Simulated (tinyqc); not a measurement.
Comparisons within one model: thin-film optics by transfer matrices. A value that a table varies takes the place of the one given here.

Indices N = n + i k. Snell: N0 sin(theta) = N_j sin(theta_j), with Im(N_j cos theta_j) >= 0. Admittance y_j = N_j cos theta_j for s and N_j/cos theta_j for p. Phase delta_j = 2 pi N_j cos theta_j d_j/lambda. Layer matrix [[cos delta, -i sin delta/y], [-i y sin delta, cos delta]], multiplied from the top down to M. (B, C) = M (1, y_sub); r = (y0 B - C)/(y0 B + C), R = |r|^2, T = 4 Re y0 Re y_sub/|y0 B + C|^2, absorbed in the films 1 - R - T.

Ellipsometry: rho = tan(Psi) exp(i Delta) = -conj(r_p/r_s) with the r of the admittance formula, Delta in 0 to 360 degrees, so that a bare dielectric at small angles gives Delta = 180.

Values chosen for the exercise (indices near those of resist, SiO2 on Al; not measured data): lam = 633 nm (vacuum wavelength); n0 = 1 (ambient index); n = (1.598, 1.46, 1.362) (n of resist, SiO2, substrate); k = (0, 0, 7.566) (k in the same order); d = (304, 133) nm (thicknesses, top first); theta = 65 degrees (angle of incidence); pol = s (polarisation).

## Swing curve: thickness of the top film

The first entry of d takes the values listed.

Stack:
```
d_1 (nm)       R       T  absorbed
304.0     0.9578  0.0422    0.0000
344.1     0.9715  0.0285    0.0000
384.2     0.9682  0.0318    0.0000
424.2     0.9386  0.0614    0.0000
464.3     0.7918  0.2082    0.0000
504.4     0.8826  0.1174    0.0000
544.5     0.9578  0.0422    0.0000
584.6     0.9716  0.0284    0.0000
624.6     0.9682  0.0318    0.0000
664.7     0.9385  0.0615    0.0000
704.8     0.7917  0.2083    0.0000
744.9     0.8826  0.1174    0.0000
785.0     0.9578  0.0422    0.0000
```

How do the results move?

R swings between 0.7917 and 0.9716 on these points. The period is lambda/(2 Re(N_1 cos theta_1)) = 240.5 nm, six rows. The film does not absorb, so the swing repeats exactly. The swing ratio (max - min)/mean is 0.20.

## Angle of incidence

Both polarisations.

Stack:
```
theta (degrees)     R_s     R_p    Psi   Delta
0                0.9073  0.9073  45.00  180.00
15               0.9160  0.9098  44.90  177.79
30               0.9347  0.9104  44.62  174.36
45               0.9499  0.8937  44.13  179.39
55               0.9552  0.8673  43.62  195.40
60               0.9566  0.8527  43.35  209.41
65               0.9578  0.8436  43.18  227.93
70               0.9595  0.8471  43.22  250.40
75               0.9631  0.8673  43.50  275.65
80               0.9704  0.9028  43.97  302.64
85               0.9830  0.9485  44.49  330.90
```

How do the results move?

R_s and R_p agree at normal incidence (0.9073). R_p is lowest at 65 degrees of those listed (0.8436), where R_s = 0.9578: the two are within a factor 2 of each other, so the minimum selects polarisation poorly. R_s rises steadily with the angle.

## Sensitivity of the reflectance

R for both polarisations. Each row changes one parameter from the base and keeps the others.

Results:
```
case                        R_s     R_p     T_s
base                     0.9578  0.8436  0.0422
d = (309, 133) nm        0.9610  0.8400  0.0390
n = (1.63, 1.46, 1.362)  0.9650  0.8396  0.0350
k = (0, 0, 8.333)        0.9642  0.8688  0.0358
lam = 638 nm             0.9554  0.8460  0.0446
theta = 70 degrees       0.9595  0.8471  0.0405
```

What can be read from the table?

The largest shifts from the base row, up to three for each result and ties (the steps differ in size, so this ranks the rows, not the parameters). R_s: n +0.0073, k +0.0064, d +0.0032. R_p: k +0.0252, n -0.0040, d -0.0036. T_s: n -0.0073, k -0.0064, d -0.0032.

Run: tinyqc, `OMP_NUM_THREADS=1 python tinyqc.py 1680785 1680786 out.jsonl`; Intel(R) Xeon(R) Processor @ 2.30GHz, one thread, shared host; about 0.01 s of CPU time with all checks.
